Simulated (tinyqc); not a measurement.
Plane-wave Kohn-Sham cycle with exchange-only LDA in a layered model solid, step by step. One step of it, computed by the program tinyqc.

Task: Iteration 2: levels at that k. Diagonalise the Hermitian matrix.

H (hartree), lower triangle:
```
,-3,-2,-1,+0,+1,+2,+3
-3,2.173492
-2,-0.063355,0.812464
-1,-0.090479,-0.063355,0.024500
+0,-0.000285,-0.090479,-0.063355,-0.190399
+1,-0.000050,-0.000285,-0.090479,-0.063355,0.167766
+2,-0.000003,-0.000050,-0.000285,-0.090479,-0.063355,1.098996
+3,0.000001,-0.000003,-0.000050,-0.000285,-0.090479,-0.063355,2.603291
```

Give: eigenvalues.

Result:

eigenvalues (hartree): -0.2448  0.0110  0.2054  0.8225  1.1070  2.1800  2.6091
